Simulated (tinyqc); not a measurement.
Inside a calculation (part 2 of 2). Method: UHF in the sto-6g basis, for H6, spin multiplicity 1. Computed by tinyqc, a small Python program that keeps every step (integrals from PySCF). Command: `OMP_NUM_THREADS=1 python tinyqc.py 28683 28684 out.jsonl` (the two numbers bound the seeds that draw the settings). One thread of a shared host (Intel(R) Xeon(R) Processor @ 2.60GHz), about 0.2 s of CPU time with the checks.

Geometry (angstrom):
```
atom         x         y         z
H     0.000000  0.000000  0.000000
H     0.000000  0.000000  1.148000
H     0.000000  0.000000  2.226000
H     0.000000  0.000000  3.374000
H     0.000000  0.000000  4.451000
H     0.000000  0.000000  5.600000
```

## Iteration 3: building the Fock matrix

D(alpha) after iteration 2, lower triangle:
```
           1H 1s      2H 1s      3H 1s      4H 1s     5H 1s     6H 1s
1H 1s   0.467057
2H 1s   0.312235   0.303852
3H 1s  -0.155500   0.090584   0.460048
4H 1s  -0.189894  -0.041804   0.271750   0.267137
5H 1s   0.058067  -0.031794  -0.106042   0.104009  0.379854
6H 1s   0.138867   0.001008  -0.195254  -0.010403  0.300651  0.274586
```

D(beta) after iteration 2, lower triangle:
```
           1H 1s      2H 1s      3H 1s      4H 1s     5H 1s     6H 1s
1H 1s   0.274611
2H 1s   0.300776   0.380013
3H 1s  -0.010654   0.103639   0.267243
4H 1s  -0.194727  -0.105772   0.271819   0.459456
5H 1s   0.001145  -0.031762  -0.041883   0.090927  0.303887
6H 1s   0.138911   0.057932  -0.190563  -0.155344  0.312148  0.467256
```

core Hamiltonian H = T + V (hartree), lower triangle:
```
           1H 1s      2H 1s      3H 1s      4H 1s      5H 1s      6H 1s
1H 1s  -1.532065
2H 1s  -0.869269  -1.920733
3H 1s  -0.195637  -1.050408  -2.036287
4H 1s  -0.026801  -0.206891  -0.983158  -2.036581
5H 1s  -0.003273  -0.031460  -0.207246  -1.051800  -1.920904
6H 1s  -0.000263  -0.003266  -0.026801  -0.195632  -0.868122  -1.531675
```

nuclear repulsion = 4.12184585 hartree

Given earlier and not repeated: Two-electron integrals (ij|kl) in chemists' order.

J_ij = sum D_kl (ij|kl) with D = D(alpha) + D(beta), K_ij = sum D_kl (ik|jl) for each spin; F = H + J - K(s); E = tr D H + tr D J / 2 - 0.5 sum_s tr D(s) K(s) + E_nn.

Coulomb J (hartree), lower triangle:
```
          1H 1s     2H 1s     3H 1s     4H 1s     5H 1s     6H 1s
1H 1s  1.799838
2H 1s  0.805848  2.164907
3H 1s  0.163092  0.976226  2.282036
4H 1s  0.021310  0.174187  0.917847  2.282115
5H 1s  0.002477  0.025177  0.174487  0.977516  2.164853
6H 1s  0.000187  0.002471  0.021308  0.163074  0.804642  1.799290
```

exchange K(alpha) (hartree), lower triangle:
```
           1H 1s      2H 1s      3H 1s     4H 1s     5H 1s     6H 1s
1H 1s   0.540209
2H 1s   0.350473   0.525675
3H 1s   0.073259   0.310673   0.594037
4H 1s  -0.014044   0.085034   0.331218  0.484550
5H 1s  -0.000469   0.007379   0.072883  0.298026  0.560777
6H 1s   0.011116  -0.005626  -0.012234  0.097122  0.335108  0.403099
```

exchange K(beta) (hartree), lower triangle:
```
           1H 1s      2H 1s      3H 1s     4H 1s     5H 1s     6H 1s
1H 1s   0.403520
2H 1s   0.335579   0.560879
3H 1s   0.097073   0.297525   0.484262
4H 1s  -0.012168   0.072755   0.331171  0.593997
5H 1s  -0.005602   0.007387   0.085188  0.311162  0.525685
6H 1s   0.011123  -0.000492  -0.014130  0.073293  0.350034  0.540004
```

F(alpha) (hartree), lower triangle:
```
           1H 1s      2H 1s      3H 1s      4H 1s      5H 1s      6H 1s
1H 1s  -0.272436
2H 1s  -0.413894  -0.281501
3H 1s  -0.105804  -0.384855  -0.348287
4H 1s   0.008553  -0.117739  -0.396528  -0.239016
5H 1s  -0.000327  -0.013663  -0.105642  -0.372311  -0.316828
6H 1s  -0.011192   0.004831   0.006741  -0.129680  -0.398588  -0.135484
```

F(beta) (hartree), lower triangle:
```
           1H 1s      2H 1s      3H 1s      4H 1s      5H 1s      6H 1s
1H 1s  -0.135747
2H 1s  -0.399000  -0.316705
3H 1s  -0.129618  -0.371707  -0.238513
4H 1s   0.006677  -0.105459  -0.396481  -0.348463
5H 1s   0.004805  -0.013670  -0.117947  -0.385447  -0.281736
6H 1s  -0.011199  -0.000303   0.008638  -0.105851  -0.413514  -0.272389
```

total energy of this density = -3.06380098 hartree

## Iteration 3: diagonalisation and new density

X:
```
               1          2          3          4          5         6
1H 1s  -0.350034  -0.545377  -0.605812   0.532622   0.354767  0.179354
2H 1s   0.738326   0.794288   0.306727   0.168605   0.410088  0.306051
3H 1s  -0.939286  -0.392702   0.467769  -0.398237   0.190079  0.369921
4H 1s   0.940251  -0.393024  -0.466750  -0.397736  -0.190440  0.370072
5H 1s  -0.739320   0.793166  -0.307725   0.168875  -0.409737  0.306257
6H 1s   0.349938  -0.543691   0.606409   0.533567  -0.354134  0.179281
```

Diagonalise F' = X^T F X, C = X C', fill 3 alpha and 3 beta electrons from the bottom; D(s) = C_occ C_occ^T. Each column has its largest component positive (the first on a tie).

F' = X^T F X (alpha) (hartree), lower triangle:
```
           1          2          3          4          5          6
1   0.821621
2  -0.013533   0.480919
3   0.019940  -0.001825   0.142407
4  -0.013460  -0.069152   0.081663  -0.278920
5  -0.027820   0.040662  -0.002814  -0.015747  -0.491443
6   0.041725   0.000183  -0.004446   0.004041  -0.014604  -0.601519
```

orbital energies (alpha) (hartree): MO1 -0.604532, MO2 -0.492910, MO3 -0.299493, MO4 0.156678, MO5 0.488632, MO6 0.824692

coefficients C (alpha):
```
            MO1        MO2        MO3        MO4        MO5        MO6
1H 1s  0.223104  -0.379749   0.558086  -0.517965  -0.576043  -0.350891
2H 1s  0.330014  -0.368169   0.171417   0.343623   0.813542   0.711758
3H 1s  0.425907  -0.104383  -0.526020   0.391907  -0.395343  -0.898871
4H 1s  0.321243   0.219148  -0.306990  -0.571189  -0.309953   0.959176
5H 1s  0.264688   0.476454   0.313424  -0.219709   0.732583  -0.761804
6H 1s  0.127508   0.311288   0.393356   0.659489  -0.605624   0.398046
```

F' = X^T F X (beta) (hartree), lower triangle:
```
           1          2          3          4          5          6
1   0.821635
2   0.013766   0.480937
3   0.019837   0.001943   0.142488
4   0.013647  -0.069146  -0.081465  -0.279044
5  -0.027850  -0.040720  -0.002782   0.015718  -0.491440
6  -0.041809   0.000088   0.004625   0.003927   0.014758  -0.601491
```

orbital energies (beta) (hartree): MO1 -0.604546, MO2 -0.492873, MO3 -0.299546, MO4 0.156683, MO5 0.488639, MO6 0.824728

coefficients C (beta):
```
            MO1        MO2        MO3        MO4        MO5        MO6
1H 1s  0.127279   0.312140   0.392791   0.658322  -0.607155   0.398422
2H 1s  0.263876   0.477269   0.312730  -0.218972   0.733256  -0.761274
3H 1s  0.320573   0.219137  -0.307522  -0.572061  -0.308846   0.958565
4H 1s  0.426264  -0.104189  -0.525429   0.390868  -0.396443  -0.899574
5H 1s  0.330795  -0.367356   0.171676   0.344819   0.812777   0.712209
6H 1s  0.223424  -0.378831   0.558998  -0.518856  -0.574519  -0.350486
```

D(alpha) after iteration 3, lower triangle:
```
           1H 1s      2H 1s      3H 1s      4H 1s     5H 1s     6H 1s
1H 1s   0.505444
2H 1s   0.309105   0.273841
3H 1s  -0.158903   0.088817   0.468990
4H 1s  -0.182877  -0.027292   0.275427   0.245465
5H 1s   0.053037  -0.034339  -0.101869   0.093225  0.395303
6H 1s   0.129762  -0.005099  -0.185100  -0.011577  0.305352  0.267888
```

D(beta) after iteration 3, lower triangle:
```
           1H 1s      2H 1s      3H 1s      4H 1s     5H 1s     6H 1s
1H 1s   0.267916
2H 1s   0.305398   0.395216
3H 1s  -0.011588   0.093007   0.245358
4H 1s  -0.184651  -0.101563   0.275398   0.468632
5H 1s  -0.005131  -0.034351  -0.027251   0.089077  0.273848
6H 1s   0.129758   0.052968  -0.183296  -0.159006  0.309040  0.505911
```

## Iteration 4: building the Fock matrix

As before.

Coulomb J (hartree), lower triangle:
```
          1H 1s     2H 1s     3H 1s     4H 1s     5H 1s     6H 1s
1H 1s  1.812185
2H 1s  0.806618  2.155387
3H 1s  0.162659  0.970135  2.265605
4H 1s  0.021222  0.173081  0.911566  2.265833
5H 1s  0.002464  0.025023  0.173386  0.971496  2.155548
6H 1s  0.000186  0.002459  0.021222  0.162658  0.805508  1.811903
```

exchange K(alpha) (hartree), lower triangle:
```
           1H 1s      2H 1s      3H 1s     4H 1s     5H 1s     6H 1s
1H 1s   0.565061
2H 1s   0.350634   0.505804
3H 1s   0.072053   0.306138   0.597913
4H 1s  -0.012781   0.087756   0.331239  0.468374
5H 1s  -0.000862   0.007964   0.072946  0.292191  0.566159
6H 1s   0.009960  -0.006098  -0.011214  0.097166  0.338100  0.401409
```

exchange K(beta) (hartree), lower triangle:
```
           1H 1s      2H 1s      3H 1s     4H 1s     5H 1s     6H 1s
1H 1s   0.401798
2H 1s   0.338529   0.566143
3H 1s   0.097148   0.291680   0.467977
4H 1s  -0.011153   0.072818   0.331175  0.597941
5H 1s  -0.006094   0.007971   0.087930  0.306609  0.505779
6H 1s   0.009959  -0.000871  -0.012840  0.072054  0.350224  0.565064
```

F(alpha) (hartree), lower triangle:
```
           1H 1s      2H 1s      3H 1s      4H 1s      5H 1s      6H 1s
1H 1s  -0.284941
2H 1s  -0.413285  -0.271149
3H 1s  -0.105031  -0.386411  -0.368594
4H 1s   0.007202  -0.121566  -0.402830  -0.239122
5H 1s   0.000053  -0.014401  -0.106805  -0.372495  -0.331515
6H 1s  -0.010037   0.005291   0.005635  -0.130140  -0.400715  -0.121182
```

F(beta) (hartree), lower triangle:
```
           1H 1s      2H 1s      3H 1s      4H 1s      5H 1s      6H 1s
1H 1s  -0.121678
2H 1s  -0.401180  -0.331488
3H 1s  -0.130126  -0.371953  -0.238658
4H 1s   0.005573  -0.106628  -0.402766  -0.368689
5H 1s   0.005285  -0.014408  -0.121789  -0.386913  -0.271136
6H 1s  -0.010036   0.000064   0.007261  -0.105028  -0.412838  -0.284836
```

total energy of this density = -3.06818463 hartree

## Iteration 4: diagonalisation and new density

As before.

F' = X^T F X (alpha) (hartree), lower triangle:
```
           1          2          3          4          5          6
1   0.811629
2  -0.012180   0.477244
3   0.025222  -0.001778   0.140478
4  -0.011558  -0.073948   0.096777  -0.281449
5  -0.029412   0.056162  -0.002479  -0.016067  -0.492075
6   0.054326   0.002604  -0.003384   0.008994  -0.014447  -0.608336
```

orbital energies (alpha) (hartree): MO1 -0.612250, MO2 -0.495264, MO3 -0.308436, MO4 0.159979, MO5 0.487583, MO6 0.815878

coefficients C (alpha):
```
            MO1        MO2        MO3        MO4        MO5        MO6
1H 1s  0.215289  -0.390443   0.573889  -0.500712  -0.569582  -0.354121
2H 1s  0.312982  -0.360389   0.171741   0.349550   0.815920   0.717720
3H 1s  0.442011  -0.112460  -0.530811   0.382944  -0.390013  -0.893481
4H 1s  0.322865   0.205847  -0.289043  -0.590461  -0.306823   0.956486
5H 1s  0.268867   0.486325   0.329822  -0.199617   0.726383  -0.758640
6H 1s  0.122309   0.302210   0.370652   0.662182  -0.617337   0.405920
```

F' = X^T F X (beta) (hartree), lower triangle:
```
           1          2          3          4          5          6
1   0.811659
2   0.012301   0.477295
3   0.025133   0.001786   0.140518
4   0.011784  -0.073869  -0.096527  -0.281605
5  -0.029385  -0.056242  -0.002370   0.015944  -0.492059
6  -0.054411   0.002552   0.003505   0.008862   0.014470  -0.608286
```

orbital energies (beta) (hartree): MO1 -0.612207, MO2 -0.495236, MO3 -0.308489, MO4 0.159922, MO5 0.487614, MO6 0.815918

coefficients C (beta):
```
            MO1        MO2        MO3        MO4        MO5        MO6
1H 1s  0.122430   0.303130   0.370076   0.661200  -0.618704   0.406041
2H 1s  0.268588   0.486962   0.328800  -0.199267   0.727261  -0.757872
3H 1s  0.322493   0.205343  -0.289632  -0.591176  -0.306296   0.955764
4H 1s  0.442210  -0.112953  -0.530150   0.382169  -0.390641  -0.894310
5H 1s  0.313296  -0.359807   0.172085   0.350467   0.815065   0.718478
6H 1s  0.215288  -0.389586   0.574979  -0.501304  -0.568101  -0.353925
```

D(alpha) after iteration 4, lower triangle:
```
           1H 1s      2H 1s      3H 1s      4H 1s     5H 1s     6H 1s
1H 1s   0.528144
2H 1s   0.306653   0.257333
3H 1s  -0.165557   0.087709   0.489781
4H 1s  -0.176741  -0.022775   0.272988   0.230161
5H 1s   0.057282  -0.034472  -0.110922   0.091584  0.417584
6H 1s   0.121049  -0.006977  -0.176670  -0.005436  0.302106  0.243673
```

D(beta) after iteration 4, lower triangle:
```
           1H 1s      2H 1s      3H 1s      4H 1s     5H 1s     6H 1s
1H 1s   0.243833
2H 1s   0.302177   0.417381
3H 1s  -0.005458   0.091381   0.230054
4H 1s  -0.176296  -0.110545   0.272963   0.489367
5H 1s  -0.007027  -0.034483  -0.022689   0.087953  0.257229
6H 1s   0.121049   0.057163  -0.177102  -0.165618  0.306570  0.528727
```

## Iteration 35 (converged): orbitals

converged F(alpha) (hartree), lower triangle:
```
           1H 1s      2H 1s      3H 1s      4H 1s      5H 1s     6H 1s
1H 1s  -0.422574
2H 1s  -0.392988  -0.178086
3H 1s  -0.092553  -0.398521  -0.442419
4H 1s  -0.003170  -0.128007  -0.371036  -0.143931
5H 1s  -0.002778  -0.011199  -0.095066  -0.387451  -0.408700
6H 1s  -0.004290   0.006503  -0.004591  -0.140852  -0.361631  0.043089
```

converged F(beta) (hartree), lower triangle:
```
           1H 1s      2H 1s      3H 1s      4H 1s      5H 1s      6H 1s
1H 1s   0.042178
2H 1s  -0.362260  -0.408483
3H 1s  -0.140875  -0.386763  -0.143175
4H 1s  -0.004615  -0.094917  -0.370918  -0.442286
5H 1s   0.006513  -0.011218  -0.128271  -0.398979  -0.177932
6H 1s  -0.004283  -0.002764  -0.003166  -0.092550  -0.392460  -0.422865
```

As before.

F' = X^T F X (alpha) (hartree), lower triangle:
```
           1          2          3          4          5          6
1   0.809488
2  -0.016154   0.471245
3   0.022445  -0.006291   0.092978
4  -0.009043  -0.041362   0.249381  -0.235101
5  -0.014693   0.179340  -0.023761  -0.050821  -0.474449
6   0.153889  -0.008070   0.017719   0.011395  -0.025008  -0.594484
```

orbital energies (alpha) (hartree): MO1 -0.615787, MO2 -0.510856, MO3 -0.366264, MO4 0.225729, MO5 0.508467, MO6 0.828387

coefficients C (alpha):
```
            MO1        MO2        MO3        MO4        MO5        MO6
1H 1s  0.303790  -0.509717   0.640850  -0.346064  -0.492284  -0.322164
2H 1s  0.276020  -0.242969   0.004090   0.416264   0.856132   0.720342
3H 1s  0.497112  -0.047599  -0.627072   0.203193  -0.410392  -0.857048
4H 1s  0.243922   0.213049  -0.094585  -0.656084  -0.282872   0.981588
5H 1s  0.280253   0.555830   0.426893  -0.051927   0.654578  -0.748132
6H 1s  0.075988   0.188015   0.199279   0.717092  -0.668952   0.430674
```

F' = X^T F X (beta) (hartree), lower triangle:
```
           1          2          3          4          5          6
1   0.809624
2   0.016283   0.471390
3   0.022260   0.006392   0.093087
4   0.009123  -0.041124  -0.249233  -0.235609
5  -0.014551  -0.179419  -0.023337   0.050611  -0.474384
6  -0.153967  -0.008114  -0.017508   0.011050   0.025029  -0.594322
```

orbital energies (beta) (hartree): MO1 -0.615655, MO2 -0.510765, MO3 -0.366457, MO4 0.225557, MO5 0.508572, MO6 0.828534

coefficients C (beta):
```
            MO1        MO2        MO3        MO4        MO5        MO6
1H 1s  0.076118   0.188856   0.199528   0.716216  -0.670045   0.430679
2H 1s  0.279639   0.556314   0.426207  -0.052422   0.655517  -0.747383
3H 1s  0.243420   0.212816  -0.094925  -0.656694  -0.282576   0.980915
4H 1s  0.497146  -0.047161  -0.626436   0.202648  -0.410970  -0.857932
5H 1s  0.276353  -0.242169   0.003491   0.417063   0.855350   0.721113
6H 1s  0.304494  -0.509463   0.641531  -0.346025  -0.490788  -0.321865
```

D(alpha) after iteration 35, lower triangle:
```
           1H 1s      2H 1s      3H 1s     4H 1s     5H 1s     6H 1s
1H 1s   0.762788
2H 1s   0.210318   0.135237
3H 1s  -0.226579   0.146213   0.642606
4H 1s  -0.095109   0.015176   0.170428  0.113834
5H 1s   0.075397  -0.055948  -0.154833  0.146401  0.569727
6H 1s   0.054958  -0.023893  -0.096137  0.039743  0.210871  0.080836
```

D(beta) after iteration 35, lower triangle:
```
           1H 1s      2H 1s      3H 1s      4H 1s     5H 1s     6H 1s
1H 1s   0.081272
2H 1s   0.211389   0.569336
3H 1s   0.039780   0.146005   0.113555
4H 1s  -0.096056  -0.154206   0.170443   0.641801
5H 1s  -0.024003  -0.055955   0.015401   0.146622  0.135029
6H 1s   0.054965   0.075152  -0.095200  -0.226474  0.209763  0.763831
```

## Convergence

Stop when the energy changes by less than 1e-09 hartree and every element of the error matrix X^T (F D S - S D F) X (for each spin) is below 9e-06.

Course of the cycle:
```
iteration  E (hartree)     change  largest element of the error matrix
1          -2.49924698          -                             2.85e-01
2          -3.03003513  -5.31e-01                             9.02e-02
3          -3.06380098  -3.38e-02                             1.94e-02
4          -3.06818463  -4.38e-03                             1.55e-02
5          -3.07141644  -3.23e-03                             1.61e-02
6          -3.07497289  -3.56e-03                             1.75e-02
7          -3.07883761  -3.86e-03                             1.80e-02
8          -3.08271624  -3.88e-03                             1.74e-02
9          -3.08625158  -3.54e-03                             1.60e-02
10         -3.08917073  -2.92e-03                             1.39e-02
11         -3.09136624  -2.20e-03                             1.16e-02
12         -3.09288639  -1.52e-03                             9.29e-03
13         -3.09386817  -9.82e-04                             7.24e-03
14         -3.09446761  -5.99e-04                             5.51e-03
...                ...        ...                                  ...
22         -3.09524512  -4.55e-06                             4.44e-04
23         -3.09524749  -2.36e-06                             3.19e-04
24         -3.09524871  -1.22e-06                             2.30e-04
25         -3.09524934  -6.33e-07                             1.65e-04
26         -3.09524967  -3.27e-07                             1.18e-04
27         -3.09524984  -1.69e-07                             8.50e-05
28         -3.09524993  -8.70e-08                             6.10e-05
29         -3.09524997  -4.49e-08                             4.38e-05
30         -3.09525000  -2.31e-08                             3.14e-05
31         -3.09525001  -1.19e-08                             2.25e-05
32         -3.09525001  -6.13e-09                             1.62e-05
33         -3.09525002  -3.16e-09                             1.16e-05
34         -3.09525002  -1.62e-09                             8.32e-06
35         -3.09525002  -8.36e-10                             5.97e-06
```

PySCF UHF in the same basis, after a stability check = -3.09525002 hartree

Converged in 35 iterations.

## Populations, bond orders and dipole

overlap S, lower triangle:
```
          1H 1s     2H 1s     3H 1s     4H 1s     5H 1s     6H 1s
1H 1s  1.000000
2H 1s  0.414194  1.000000
3H 1s  0.082962  0.452099  1.000000
4H 1s  0.010915  0.082962  0.414194  1.000000
5H 1s  0.001290  0.012460  0.083099  0.452656  1.000000
6H 1s  0.000100  0.001287  0.010915  0.082962  0.413668  1.000000
```

Mulliken: Z minus the diagonal of D S on the atom; Loewdin: the same with S^(1/2) D S^(1/2); Mayer order: 2 sum_s sum (D(s) S)_ij (D(s) S)_ji over the two atoms.

Charges (e):
```
atom   Mulliken    Loewdin  Mulliken spin
1H    -0.001222  -0.008374       0.659113
2H     0.001509   0.008165      -0.420523
3H    -0.000287   0.000191       0.492885
4H    -0.000349   0.000179      -0.491925
5H     0.001516   0.008155       0.421038
6H    -0.001167  -0.008317      -0.660589
```

Mayer bond orders:
```
pair     order
2-1   0.465496
3-1   0.044888
3-2   0.321672
4-1   0.036940
4-2   0.015815
4-3   0.337491
5-1   0.006740
5-2   0.013485
5-3   0.015993
5-4   0.322932
6-1   0.011503
6-2   0.006691
6-3   0.037021
6-4   0.044831
6-5   0.463574
```

dipole moment about the origin, x y z (debye): 0.000000  0.000000  0.000622

<S^2> of the determinant (pure state: 0) = 0.870316
